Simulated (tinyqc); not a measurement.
Inside a calculation. Method: RKS/BLYP in the sto-3g basis, for H3-, spin multiplicity 1. The basis has no diffuse functions, so it cannot describe the extra electron: this is an exercise in the method, not the real anion. One step of it, computed by the program tinyqc.

Question. Iteration 19 (converged): orbitals. Diagonalise F' = X^T F X, C = X C', fill 2 alpha and 2 beta electrons from the bottom; D = 2 C_occ C_occ^T. Each column has its largest component positive (the first on a tie).

converged F (hartree), order 1H 1s, 2H 1s, 3H 1s:
```
[[0.233254, -0.051118, -0.045550],
 [-0.051118, 0.297896, -0.028886],
 [-0.045550, -0.028886, 0.318392]]
```

X, order 1H 1s, 2H 1s, 3H 1s:
```
[[1.173251, -0.267690, -0.248727],
 [-0.267690, 1.089702, 0.025030],
 [-0.248727, 0.025030, 1.077879]]
```

Give: F' = X^T F X; orbital energies; coefficients C; D after iteration 19.

Answer.

F' = X^T F X (hartree):
```
[[0.4170, -0.2275, -0.2122],
 [-0.2275, 0.3995, 0.0259],
 [-0.2122, 0.0259, 0.4080]]
```

orbital energies (hartree): [0.1119, 0.3782, 0.7344]

coefficients C, order 1H 1s, 2H 1s, 3H 1s:
```
[[0.5818, 0.0231, 1.0821],
 [0.3902, -0.7282, -0.7598],
 [0.3377, 0.7679, -0.7216]]
```

D after iteration 19, order 1H 1s, 2H 1s, 3H 1s:
```
[[0.6781, 0.4203, 0.4284],
 [0.4203, 1.3650, -0.8548],
 [0.4284, -0.8548, 1.4073]]
```
